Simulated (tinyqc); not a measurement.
The liquidus: liquidus of a compound AB in a simple-solution melt, liquid-phase epitaxy and vapour pressures. Computed by tinyqc, a small Python program. Command: `OMP_NUM_THREADS=1 python tinyqc.py 3031283 3031284 out.jsonl liq35 walk`. One thread of a shared host (Intel(R) Xeon(R) Processor @ 2.30GHz), about 0.05 s of CPU time with the checks.

x is the atom fraction of B in the melt. The melt is a simple solution: R T ln gamma_B = W (1 - x)^2, R T ln gamma_A = W x^2, W = a + b T. The solid AB is stoichiometric.

Inputs (values chosen for the exercise, modelled on GaSb for the melt): melting point T_F = 983 K; entropy of fusion S_F = 66.1 J/(mol K); interaction a = 19.6 kJ/mol; interaction slope b = -24.1 J/(mol K).

Constants: R = 8.314462618 J/(mol K).

Method. Liquidus (Vieland): f(x) = R T ln[4 x (1 - x)] + 2 W (1/2 - x)^2 + S_F (T_F - T) = 0.

Solubility; ideal: W = 0; dilute: (1/4) exp[-(S_F (T_F - T) + W/2)/(R T)]:
```
T (K)           x       ideal      dilute  W (kJ/mol)
492    3.4784e-05  8.9610e-05  3.4778e-05      7.7428
570    4.2491e-04  7.8819e-04  4.2428e-04      5.8630
649    2.9166e-03  4.1967e-03  2.8957e-03      3.9591
727    1.3093e-02  1.5450e-02  1.2807e-02      2.0793
806    4.5197e-02  4.5714e-02  4.3057e-02      0.1754
885    1.2673e-01  1.1746e-01  1.1658e-01     -1.7285
944    2.5310e-01  2.3545e-01  2.2002e-01     -3.1504
973    3.7325e-01  3.5995e-01  2.9226e-01     -3.8493
```

What does the comparison show, and why?

x over the ideal value is 0.39 in the first row and 1.04 in the last, and lies between 0.39 and 1.08: W > 0 lowers the solubility and W < 0 raises it, by about exp(-W/(2 R T)) when dilute. The dilute form is within 5 % in 5 of the eight rows. Near T_F the liquidus closes as a parabola about x = 1/2.

Extremes, crossings and ranges named in words are read from the listed rows.
